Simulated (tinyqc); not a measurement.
Inside a calculation. Model: bandgap voltage reference from two bipolar transistors.

Numbers from tinyqc (`OMP_NUM_THREADS=1 python tinyqc.py 2062004 2062005 out.jsonl`; about 0.02 s on one thread of a shared Intel Xeon 2.30GHz). Printed values are rounded.

Two transistors of area 1 and N carry the same current I. Is(T) = Is (T/T0)^eta exp[(Vg0 q/kB)(1/T0 - 1/T)], VBE1 = Vt ln(I/Is(T)) + I rb, VBE2 = Vt ln(I/(N Is(T))) + I rb/N. The amplifier forces I R1(T) = VBE1 - VBE2 + Vos, with R(T) = R (1 + tc (T - T0)) for both resistors, and the output is Vref = VBE1 + I R2(T). Base currents and the Early effect are neglected.

Inputs (values chosen for the exercise); values of the order met in silicon bipolar transistors:
```
symbol    value   unit                                                   meaning
T0          298      K                                     reference temperature
Vg0       1.182      V                      band-gap voltage extrapolated to 0 K
eta         3.9                   temperature exponent of the saturation current
Is      9.9e-16      A           saturation current of the unit transistor at T0
N            10                              area ratio of the second transistor
R1           25   kohm  resistor across which the difference of VBE falls, at T0
tc          800  ppm/K                 temperature coefficient of both resistors
Vos        -0.4     mV                                   offset of the amplifier
rb            0    ohm                  series resistance of the unit transistor
R2        294.9   kohm                                     output resistor at T0
T           253      K                                               temperature
```

Constants: q = 1.602176634e-19 C, kB = 1.380649e-23 J/K. Results are converted to the units shown.

## Operating point at the reference temperature

Vt = kB T/q; I = (Vt ln N + Vos)/(R1(T) - rb (1 - 1/N)). Evaluate at T = T0.

Vt = 0.0256797 V
I = 2.34918 uA
Is(T) = 9.9e-16 A
VBE1 = 0.554357 V
I R2 = 0.692774 V
Vref = 1.24713 V

## Operating point at another temperature

Vt = kB T/q; I = (Vt ln N + Vos)/(R1(T) - rb (1 - 1/N)).

Vt = 0.0218019 V
I = 2.06642 uA
Is(T) = 1.45489e-19 A
VBE1 = 0.660258 V
I R2 = 0.587448 V
Vref = 1.24771 V

From T0 to T, VBE1 changes by 106 mV and I R2 by -105 mV, which leaves 0.575 mV in Vref.

## Resistor for zero slope at T0, ideal case

With tc = 0, Vos = 0 and rb = 0 the current is proportional to T, dVBE/dT = (VBE - Vg0 - (eta - 1) Vt)/T, and Vref has zero slope at T0 when Vref = Vg0 + (eta - 1) Vt0. Find VBE1, its slope, that Vref, R2/R1 and the curvature d2Vref/dT2 = -(eta - 1) kB/(q T0).

VBE1 = 0.554531 V
dVBE/dT = -2.35550 mV/K
Vref = 1.25647 V
R2/R1 = 11.8712
curvature = -0.838600 uV/K^2
